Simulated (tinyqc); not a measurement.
## Off-state leakage of single and stacked transistors: subthreshold current against the height of the stack

n-channel devices of unit width. Subthreshold current I(Vg, Vs, Vd) = I0 (T/300 K)^0.5 exp[(Vg - Vs - VT(T) - gb (Vs - Vb) + dd (Vd - Vs))/(nf Vt)] (1 - exp(-(Vd - Vs)/Vt)), VT(T) = VT - cT (T - 300 K). Gate-edge tunnelling Ig (Vd/1 V) exp(ag (Vd - 1 V)), for a gate at 0 V, and band-to-band leakage Ab u exp(-Bb/u), u = Vd - Vb + 1 V, flow at a drain held at V; both are taken as independent of T. In a stack of off transistors (all gates at 0 V) the same subthreshold current passes through each.

All n gates at 0 V, bottom source at 0 V, top drain at V; node voltages follow from equal currents.

Values chosen for this exercise; values of the order met in bulk silicon logic transistors:

| symbol | value | unit | meaning |
|---|---|---|---|
| T | 300 | K | temperature |
| V | 0.8 | V | supply voltage |
| VT | 0.47 | V | threshold at 300 K, zero drain and body bias |
| cT | 0.7 | mV/K | fall of the threshold with temperature |
| I0 | 0.94 | uA/um | current at threshold at 300 K |
| nf | 1.49 |  | slope factor |
| dd | 0.09 |  | drain-induced lowering per volt |
| gb | 0.09 |  | rise of the threshold per volt of source-body bias |
| Vb | 0 | V | body voltage |

Constants: q = 1.602176634e-19 C, kB = 1.380649e-23 J/K, Vt = kB T/q. Results are converted to the units shown.

Subthreshold current against the height of the stack:
```
n	I (nA/um)	reduction factor	drain voltage of the bottom device (mV)	source voltage of the top device (mV)	voltage across the top device (V)
1	0.030606	1.0000	800.00	0	0.80000
2	0.0048932	6.2548	59.847	59.847	0.74015
3	0.0027140	11.277	20.526	79.088	0.72091
4	0.0018886	16.206	12.708	90.924	0.70908
5	0.0014514	21.088	9.2523	99.521	0.70048
6	0.0011798	25.942	7.2887	106.28	0.69372
```

What does the comparison show?

The second transistor cuts the current by a factor of 6.25, the third by a further 1.80 and the sixth by 1.23. The top device keeps 86.7 % of the supply at n = 6, while the drain voltage of the bottom one falls to 0.282 Vt.

Numbers from tinyqc (`OMP_NUM_THREADS=1 python tinyqc.py 2242271 2242272 out.jsonl`; about 0.03 s on one thread of a shared Intel Xeon 2.30GHz).
